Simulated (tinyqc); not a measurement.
# Grain-boundary diffusion: Harrison regimes, Fisher and Le Claire analysis, Hart average, step by step

A worked calculation. Computed by tinyqc, a small Python program that keeps every step. Command: `OMP_NUM_THREADS=1 python tinyqc.py 3001446 3001447 out.jsonl gbdiff walk`. One thread of a shared host (Intel(R) Xeon(R) Processor @ 2.30GHz), about 0.01 s of CPU time with the checks. Intermediate numbers are printed to about 6 digits and carried at full precision; extremes and crossings named in words are read from the listed rows.

A boundary is a slab of width delta with diffusivity D_b, normal to a surface held at constant concentration; it leaks into grains of diffusivity D.

Inputs (values chosen for the exercise, for a model polycrystal):
```
quantity,value,unit
melting point T_m,2370,K
lattice prefactor D0,2.4e-05,m^2/s
lattice activation energy E,3.63,eV
boundary prefactor D0b,2.7e-05,m^2/s
boundary activation energy E_b,1.95,eV
boundary width delta,0.47,nm
segregation factor s,1,-
grain size d,12,um
temperature T,1210,K
time t,48000,s
```

Constants: k_B = 8.617333262e-05 eV/K.

## Diffusivities

D = D0 exp(-E/(k_B T)), D_b = D0b exp(-E_b/(k_B T)). Triple product P = s delta D_b.

D = 1.82338e-20 m^2/s

D_b = 2.03895e-13 m^2/s

triple product P = 9.58308e-23 m^3/s

At T/T_m = 0.51 the boundary is 1.1e7 times faster than the lattice.

## Regime

l = sqrt(D t); P = s delta D_b; alpha = s delta/(2 l); beta = P/(2 D l). Regime A if l > 3 d, C if alpha > 1, B if alpha < 0.1, l < d/4 and beta > 10, otherwise a transition.

lattice diffusion length l = 0.0295841 um

alpha = 0.00794345

beta = 88825.9

Regime: B

Boundaries are isolated and lose material sideways, so only the product P can be measured.

## Effective diffusivity

Hart average for parallel slabs: f = delta/d, D_eff = (s f D_b + (1 - f) D)/(1 - f + s f); share of the boundaries = s f D_b/(s f D_b + (1 - f) D); depth sqrt(D_eff t).

boundary fraction f = 3.91667e-05

D_eff = 8.00413e-18 m^2/s

share of the boundaries = 0.997722

depth sqrt(D_eff t) = 0.619837 um

Caution: outside regime A (which needs sqrt(D t) above about 3 d) the Hart average and its depth are formal: they describe a profile only in regime A or at steady state.

## Penetration along an isolated boundary

Fisher: the mean concentration falls as exp(-y/y_F), y_F = sqrt(P) (pi t/(4 D))^(1/4), with the boundary equation P d2c/dy2 = 2 c sqrt(D/(pi t)). Le Claire (from the Whipple solution): ln c falls as -(y/y_L)^(6/5) with P = 1.322 sqrt(D/t) y_L^2.

Fisher depth y_F = 11.7386 um

Le Claire depth y_L = 10.8450 um

The tail reaches 367 lattice lengths l; y_L/l = sqrt(2 beta/1.322).

## Whipple integral against the two closed forms

Whipple, boundary part of the mean concentration in units of c0 l per boundary, for D_b/D far above beta: c(eta) = (2 eta/sqrt(pi)) int_1^infinity exp(-eta^2/(4 u)) u^(-3/2) [exp(-Y^2)/sqrt(pi) - Y erfc(Y)] du with Y = (u - 1)/(2 beta), eta = y/l; w = eta/sqrt(beta). The last columns are -ln[c(y)/c(w = 1)] from the integral, from Fisher, (y - y1)/y_F, and from Le Claire, (y/y_L)^(6/5) - (y1/y_L)^(6/5), with y1 the depth at w = 1.

Tail of the profile:
```
w,y (um),c,Whipple,Fisher,Le Claire
1.5,13.2257,4.83098e-01,0.5300,0.37556,0.4889
2.0,17.6343,2.80076e-01,1.0751,0.75113,1.0120
3.0,26.4515,9.01561e-02,2.2086,1.50225,2.1351
4.0,35.2686,2.74937e-02,3.3962,2.25338,3.3371
5.0,44.0858,7.97247e-03,4.6342,3.00450,4.6012
6.0,52.9030,2.20519e-03,5.9194,3.75563,5.9173
8.0,70.5373,1.47999e-04,8.6207,5.25788,8.6786
10.0,88.1716,8.46431e-06,11.4821,6.76013,11.5829
```

At w = 10 the integral has fallen by 11.48 in the logarithm, Fisher by 6.76 and Le Claire by 11.58: the true tail bends down faster than an exponential, which is why profiles are plotted against y^(6/5).

## Lattice against boundary over temperature

D_eff = (s f D_b + (1 - f) D)/(1 - f + s f), f = delta/d; share of the boundaries = s f D_b/(s f D_b + (1 - f) D).

Diffusivities (m^2/s):
```
T/T_m,T (K),D,D_b,D_eff,share,regime
0.3,711,4.46373e-31,4.06619e-19,1.59259e-23,1.000000,C
0.4,948,1.20872e-24,1.16073e-15,4.54632e-20,0.999973,transition
0.5,1185,8.74789e-21,1.37423e-13,5.39113e-18,0.998377,B
0.6,1422,3.27307e-18,3.31341e-12,1.33048e-16,0.975400,B
0.7,1659,2.25345e-16,3.21791e-11,1.48568e-15,0.848328,transition
0.8,1896,5.38603e-15,1.77030e-10,1.23195e-14,0.562822,transition
0.9,2133,6.35878e-14,6.66763e-10,8.97002e-14,0.291135,A
1.0,2370,4.58202e-13,1.92624e-09,5.33629e-13,0.141380,A
```

The apparent activation energy of D_eff is 1.95 eV between the first rows and 3.28 eV between the last, against E_b = 1.95 and E = 3.63 eV. Among these rows boundaries carry most of the flux up to T/T_m = 0.8, the lattice above. Caution: outside regime A, D_eff and the share of the boundaries hold only at steady state.

Checks made by the program: Le Claire's slope against the Whipple integral (relative difference 2e-02).
